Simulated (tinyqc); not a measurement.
The same scatterer in wider strips: conductance of a narrow metal strip with scatterers (square lattice, Green functions).

A strip of W sites across with hard walls, site energy 0 and hopping -t. Mode n = 1 to W has profile chi_n(j) = sqrt(2/(W + 1)) sin(n j pi/(W + 1)) and energy en = -2t cos(n pi/(W + 1)); E = en - 2t cos(kn a). With z_n = exp(i kn a) (Im k > 0 for closed modes, |z| < 1) each lead gives the self-energy -t z_n in mode n. One column carries the site energies v, here a uniform barrier across the strip, as of a grain boundary. In the mode basis V_nm = sum_j chi_n(j) v_j chi_m(j), G = (E - en + 2 t z_n - V)^-1, and t_nm = 2t sqrt(sin(kn a) sin(km a)) G_nm in size for open modes. T = sum |t_nm|^2, conductance (2e^2/h) T.

Constants: e^2/h = 3.874045865e-05 S.

Inputs chosen for the exercise (hopping and spacing of the size met in Cu or Al; the lattice is a model; shifted at random, so the results belong to these values and not to a real crystal): t = 1 eV (hopping); a = 2.63 angstrom (spacing); E = -0.65 eV (Fermi energy); v = (0.6, 0.6, 0.6, 0.6) eV (site energies in the scattering column).

Width (W + 1) a; the strength is the entry of v largest in size. The barrier spans the width. Added resistance (1/T - 1/M)/(2 e^2/h), M the number of open modes.

Against width:

| W | width (angstrom) | M | T | T/M | added resistance (ohm) |
|---|---|---|---|---|---|
| 3 | 10.5 | 2 | 1.8132 | 0.9066 | 664.7 |
| 4 | 13.2 | 3 | 2.6814 | 0.8938 | 511.1 |
| 5 | 15.8 | 4 | 3.4909 | 0.8727 | 470.6 |
| 6 | 18.4 | 5 | 4.1214 | 0.8243 | 550.3 |
| 8 | 23.7 | 6 | 5.2770 | 0.8795 | 294.7 |
| 10 | 28.9 | 8 | 6.5373 | 0.8172 | 361.0 |
| 14 | 39.5 | 11 | 8.9566 | 0.8142 | 267.7 |
| 20 | 55.2 | 15 | 12.9294 | 0.8620 | 137.8 |

The added resistance is 665 ohm at W = 3 and 137.8 at W = 20; from W = 10 to 20 it changes by a factor 0.38, where 1/M gives 0.53 and 1/M^2 gives 0.28. A barrier across the strip keeps T/M near a constant (0.81 to 0.88 for W of 8 and more), so its resistance goes as 1/width on average, with steps as modes open: resistance times width runs from 7.0 to 10.6 kohm angstrom there.

Program tinyqc; command `OMP_NUM_THREADS=1 python tinyqc.py 1480077 1480078 out.jsonl`; about 0.01 s on one thread of a shared Intel(R) Xeon(R) Processor @ 2.30GHz.
